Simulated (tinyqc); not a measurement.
CIS on RHF in the sto-3g basis, for H3+, spin multiplicity 1, step by step. Computed by tinyqc, a small Python program that keeps every step (integrals from PySCF). Settings: charge = 1, multiplicity = 1, basis = sto-3g, method = RHF, energy threshold = 1e-10, iteration cap = 71, orthogonalisation = canonical, start = core, DIIS depth = 6. Command: `OMP_NUM_THREADS=1 python tinyqc.py 25582 25583 out.jsonl` (the two numbers bound the seeds that draw the settings). One thread of a shared host (Intel(R) Xeon(R) Processor @ 2.60GHz), about 0.03 s of CPU time with the checks. Later iterations appear only in the table of the cycle.

## One-electron integrals

Geometry (angstrom):

| atom | x | y | z |
|---|---|---|---|
| H | 0.000000 | 0.000000 | 0.000000 |
| H | 0.000000 | 0.000000 | 1.238000 |
| H | 0.000000 | 1.072000 | 0.619000 |

Basis sto-3g: exponents (1/bohr^2) and contraction coefficients of normalised primitives:

| element | l (shell) | exponent | coefficient |
|---|---|---|---|
| H | s (1) | 3.425251 | 0.154329 |
| H | s (1) | 0.623914 | 0.535328 |
| H | s (1) | 0.168855 | 0.444635 |

Overlap, kinetic and nuclear-attraction integrals over the contracted functions; the nuclear repulsion is the sum of Za Zb / Rab.

nuclear repulsion = 1.28241913 hartree

overlap S:
```
          1H 1s     2H 1s     3H 1s
1H 1s  1.000000  0.368260  0.368318
2H 1s  0.368260  1.000000  0.368318
3H 1s  0.368318  0.368318  1.000000
```

kinetic energy T (hartree):
```
          1H 1s     2H 1s     3H 1s
1H 1s  0.760032  0.044902  0.044926
2H 1s  0.044902  0.760032  0.044926
3H 1s  0.044926  0.044926  0.760032
```

nuclear attraction V (hartree):
```
           1H 1s      2H 1s      3H 1s
1H 1s  -2.071303  -0.699449  -0.699576
2H 1s  -0.699449  -2.071303  -0.699576
3H 1s  -0.699576  -0.699576  -2.071342
```

core Hamiltonian H = T + V (hartree):
```
           1H 1s      2H 1s      3H 1s
1H 1s  -1.311272  -0.654547  -0.654650
2H 1s  -0.654547  -1.311272  -0.654650
3H 1s  -0.654650  -0.654650  -1.311310
```

## Two-electron integrals

Functions are numbered as in S; the eight-fold symmetry (ij|kl) = (ji|kl) = (kl|ij) leaves the list below.

Two-electron integrals (ij|kl) in chemists' order, unique and non-zero (hartree):
```
(11|11) 0.774606   (21|11) 0.213286   (21|21) 0.081842   (22|11) 0.407576
(22|21) 0.213286   (22|22) 0.774606   (31|11) 0.213328   (31|21) 0.071443
(31|22) 0.160096   (31|31) 0.081870   (32|11) 0.160096   (32|21) 0.071443
(32|22) 0.213328   (32|31) 0.071453   (32|32) 0.081870   (33|11) 0.407608
(33|21) 0.160079   (33|22) 0.407608   (33|31) 0.213328   (33|32) 0.213328
(33|33) 0.774606
```

## Orthogonalisation

S = U s U^T; canonical form X = U s^(-1/2), so that X^T S X = 1. Each column of U has its largest component positive (the first on a tie).

eigenvalues of S: 0.631662  0.631740  1.736598

X:
```
               1          2         3
1H 1s  -0.513686   0.889643  0.438109
2H 1s  -0.513686  -0.889643  0.438109
3H 1s   1.027317   0.000000  0.438132
```

## Starting guess

The start is the orbitals of the core Hamiltonian; D = 2 C_occ C_occ^T.

D at the start:
```
          1H 1s     2H 1s     3H 1s
1H 1s  0.383847  0.383847  0.383915
2H 1s  0.383847  0.383847  0.383915
3H 1s  0.383915  0.383915  0.383984
```

## Iteration 1: building the Fock matrix

J_ij = sum D_kl (ij|kl), K_ij = sum D_kl (ik|jl); F = H + J - 0.5 K; E = tr D H + tr D J / 2 - 0.25 tr D K + E_nn.

Coulomb J (hartree):
```
          1H 1s     2H 1s     3H 1s
1H 1s  1.060756  0.397747  0.397824
2H 1s  0.397747  1.060756  0.397824
3H 1s  0.397824  0.397824  1.060845
```

exchange K (hartree):
```
          1H 1s     2H 1s     3H 1s
1H 1s  0.742575  0.556819  0.556905
2H 1s  0.556819  0.742575  0.556905
3H 1s  0.556905  0.556905  0.742741
```

Fock matrix F (hartree):
```
           1H 1s      2H 1s      3H 1s
1H 1s  -0.621803  -0.535210  -0.535278
2H 1s  -0.535210  -0.621803  -0.535278
3H 1s  -0.535278  -0.535278  -0.621836
```

total energy of this density = -1.20108095 hartree

## Iteration 1: diagonalisation and new density

Diagonalise F' = X^T F X, C = X C', fill 1 alpha and 1 beta electrons from the bottom; D = 2 C_occ C_occ^T. Each column has its largest component positive (the first on a tie).

F' = X^T F X (hartree):
```
           1          2          3
1  -0.136978   0.000000  -0.000007
2   0.000000  -0.137072   0.000000
3  -0.000007   0.000000  -0.974506
```

orbital energies (hartree): MO1 -0.974506, MO2 -0.137072, MO3 -0.136978

coefficients C:
```
            MO1        MO2        MO3
1H 1s  0.438105   0.889643  -0.513689
2H 1s  0.438105  -0.889643  -0.513689
3H 1s  0.438141   0.000000   1.027313
```

D after iteration 1:
```
          1H 1s     2H 1s     3H 1s
1H 1s  0.383871  0.383871  0.383903
2H 1s  0.383871  0.383871  0.383903
3H 1s  0.383903  0.383903  0.383935
```

## Iteration 3 (converged): orbitals

converged F (hartree):
```
           1H 1s      2H 1s      3H 1s
1H 1s  -0.621803  -0.535214  -0.535276
2H 1s  -0.535214  -0.621803  -0.535276
3H 1s  -0.535276  -0.535276  -0.621836
```

As before.

F' = X^T F X (hartree):
```
           1          2          3
1  -0.136985   0.000000  -0.000004
2   0.000000  -0.137065   0.000000
3  -0.000004   0.000000  -0.974506
```

orbital energies (hartree): MO1 -0.974506, MO2 -0.137065, MO3 -0.136985

coefficients C:
```
            MO1        MO2        MO3
1H 1s  0.438106   0.889643  -0.513688
2H 1s  0.438106  -0.889643  -0.513688
3H 1s  0.438138   0.000000   1.027314
```

D after iteration 3:
```
          1H 1s     2H 1s     3H 1s
1H 1s  0.383874  0.383874  0.383902
2H 1s  0.383874  0.383874  0.383902
3H 1s  0.383902  0.383902  0.383929
```

## Convergence

Stop when the energy changes by less than 1e-10 hartree and every element of the error matrix X^T (F D S - S D F) X is below 3e-06.

Course of the cycle:

| iteration | E (hartree) | change | largest element of the error matrix |
|---|---|---|---|
| 1 | -1.20108095 | - | 4.57e-05 |
| 2 | -1.20108096 | -1.37e-09 | 4.56e-06 |
| 3 | -1.20108096 | -1.38e-11 | 2.30e-11 |

PySCF RHF in the same basis = -1.20108096 hartree

Converged in 3 iterations.

## Populations, bond orders and dipole

Mulliken: Z minus the diagonal of D S on the atom; Loewdin: the same with S^(1/2) D S^(1/2); Mayer order: 2 sum_s sum (D(s) S)_ij (D(s) S)_ji over the two atoms.

Charges (e):

| atom | Mulliken | Loewdin |
|---|---|---|
| 1H | 0.333363 | 0.333362 |
| 2H | 0.333363 | 0.333362 |
| 3H | 0.333275 | 0.333276 |

Mayer bond orders:

| pair | order |
|---|---|
| 2-1 | 0.444405 |
| 3-1 | 0.444464 |
| 3-2 | 0.444464 |

dipole moment about the origin, x y z (debye): 0.000000  1.716044  2.973184

## Integrals over molecular orbitals

(pq|rs) = sum C_ip C_jq C_kr C_ls (ij|kl), one index at a time.

one-electron integrals over orbitals h = C^T H C (hartree):
```
           1          2          3
1  -1.508994   0.000000  -0.000014
2   0.000000  -1.039548   0.000000
3  -0.000014   0.000000  -1.039501
```

Two-electron integrals over orbitals (pq|rs), unique and non-zero (hartree):
```
(11|11) 0.534488    (21|21) 0.147026    (22|11) 0.524754    (22|22) 0.617297
(31|11) 0.000014    (31|22) -0.104356   (31|31) 0.147028    (32|21) -0.104368
(32|32) 0.081775    (33|11) 0.524772    (33|22) 0.453785    (33|31) 0.104361
(33|33) 0.617302
```

## CIS matrix, singlets

A(ia,jb) = (e_a - e_i) d_ij d_ab + 2 (ia|jb) - (ij|ab).

CIS matrix A, singlet (hartree):
```
          1>2       1>3
1>2  0.606738  0.000000
1>3  0.000000  0.606805
```

## CIS singlet states

dipole integrals <i|r|a> (bohr):
```
            x         y          z
1>2  0.000000  0.000000  -1.079766
1>3  0.000000  1.079702   0.000000
```

Diagonalise A (1 hartree = 27.211386 eV); each vector has its largest component positive (the first on a tie). The transition dipole is mu = sqrt2 sum c_ia <i|r|a>.

singlet excitation energies (eV): 16.510187  16.512011

lowest vectors:
```
      state 1   state 2
1>2  1.000000  0.000000
1>3  0.000000  1.000000
```

oscillator strengths 2/3 w |mu|^2: 0.943190  0.943183

## CIS matrix, triplets

A(ia,jb) = (e_a - e_i) d_ij d_ab - (ij|ab).

CIS matrix A, triplet (hartree):
```
          1>2       1>3
1>2  0.312686  0.000000
1>3  0.000000  0.312749
```

## CIS triplet states

Diagonalise A (1 hartree = 27.211386 eV); each vector has its largest component positive (the first on a tie).

triplet excitation energies (eV): 8.508626  8.510339

lowest vectors:
```
      state 1   state 2
1>2  1.000000  0.000000
1>3  0.000000  1.000000
```
